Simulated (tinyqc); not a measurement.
Worked calculation: gas flow in a process chamber: flow regimes, conductance, effective pumping speed, pump-down, outgassing and purge. Computed by tinyqc, a small Python program that keeps every step. Command: `OMP_NUM_THREADS=1 python tinyqc.py 3121098 3121099 out.jsonl pump walk`. One thread of a shared host (Intel(R) Xeon(R) Processor @ 2.30GHz), about 0.09 s of CPU time with the checks. Intermediate numbers are printed to about 5 digits and carried at full precision; extremes and crossings named in words are read from the listed rows.

Ideal gas, isothermal flow, a pump of constant speed at the end of a round pipe; process gas, volume gas and outgassing are given the same properties. 1 sccm = 101325 Pa x 1e-6 m^3/60 s x T/273.15 K.

Inputs (values chosen for the exercise, modelled on nitrogen near room temperature): molar mass M = 28.01 g/mol; molecular diameter = 0.37 nm; viscosity eta = 17.8 micropascal s; temperature T = 350 K; chamber volume V = 200 L; wall area = 2.8 m^2; pipe diameter d = 16 cm; pipe length l = 190 cm; pump speed S = 310 L/s; process gas flow = 38 sccm; outgassing rate after 1 h = 5.3e-06 Pa m^3/(s m^2); outgassing exponent n = 1.1; starting pressure p0 = 140 Pa; target base pressure = 0.0002 Pa.

Constants: k_B = 1.380649e-23 J/K; u = 1.6605390666e-27 kg.

## Molecular flow

Mean speed c = sqrt(8 k_B T/(pi m)); aperture conductance C_a = c pi d^2/16; molecular pipe C_m = C_a/(1 + 3 l/(4 d)) (Dushman form); viscous pipe C_v = pi d^4 p_mean/(128 eta l); Knudsen interpolation C = C_v + C_m (1 + x)/(1 + 1.24 x), x = d p_mean sqrt(m/(k_B T))/eta. Effective speed 1/S_eff = 1/S + 1/C_m; time constant V/S_eff; pressure at which the free path k_B T/(sqrt2 pi d_m^2 p) equals d.

mean speed c = 514.36 m/s

C_a = 2585.4 L/s

C_m = 260.99 L/s

S_eff in molecular flow = 141.70 L/s

time constant = 1.4115 s

pressure where the free path equals d = 0.049655 Pa

The pipe passes on 46 % of the pump speed.

## Process pressure

Steady flow: the pump inlet is at p_2 = Q/S, and the chamber pressure p_1 solves Q = C((p_1 + p_2)/2) (p_1 - p_2). Residence time = p_1 V/Q. Knudsen number = free path at the mean pressure over d.

throughput Q = 82.227 Pa L/s

p_2 = 0.26525 Pa

chamber pressure p_1 = 0.47588 Pa

conductance C = 390.38 L/s

residence time = 1.1575 s

Knudsen number = 0.13400

The flow in the pipe is transitional.

## Purging a well-mixed chamber

With steady flow a contaminant decays as exp(-t/residence time); gas used = flow x time.

time to dilute 1e3 times = 7.9956 s

time to dilute 1e6 times = 15.991 s

gas used for 1e6 = 10.128 standard cm^3

## Pump-down curve

Pump-down: V dp/dt = -S_eff(p) p + q(t) A, with S_eff = S p_2/p, where p_2 solves C((p + p_2)/2) (p - p_2) = S p_2 at each moment, and q(t) = q_1 (1 h/(t + 10 s))^n; integrated adaptively. At long times p = q(t) A/S_eff. S_eff(p) is tabulated at 260 pressures and interpolated in ln p. Comparison columns: p0 exp(-t/time constant) with the molecular S_eff (0 below 1e-26 p0), and the outgassing limit.

Pressure against time:
```
t (s)       p (Pa)  S_eff (L/s)  volume gas only (Pa)  outgassing limit (Pa)
0.3     8.8191e+01       307.73            1.1319e+02             6.5749e-02
1       3.0244e+01       303.48            6.8935e+01             6.1161e-02
3       1.8855e+00       236.76            1.6713e+01             5.0895e-02
10      4.2576e-02       138.27            1.1728e-01             3.1687e-02
30      1.5719e-02       139.05            8.2311e-08             1.4782e-02
100     4.9704e-03       140.54                     0             4.8582e-03
300     1.5666e-03       141.29                     0             1.5542e-03
1000    4.2489e-04       141.58                     0             4.2389e-04
3600    1.0448e-04       141.67                     0             1.0441e-04
20000   1.5874e-05       141.69                     0             1.5872e-05
100000  2.7038e-06       141.70                     0             2.7037e-06
```

From t = 30 s on the pressure is within 20 % of the outgassing limit, which falls only as (t + 10 s)^-1.1: walls, not volume, set the time to base pressure. Early on viscous flow raises S_eff to 308 L/s, 2.2 times its molecular value.

## Time to base pressure

From the outgassing limit: t = 1 h x (q_1 A/(S_eff p_target))^(1/n) - 10 s; monolayer time at the target = 1e19 m^-2 x 4 k_B T/(p c) for unit sticking.

time to the target = 0.55260 h

monolayer time = 1.8790 s

Checks made by the program: throughput from C and the pressure drop (relative difference below 1e-10).
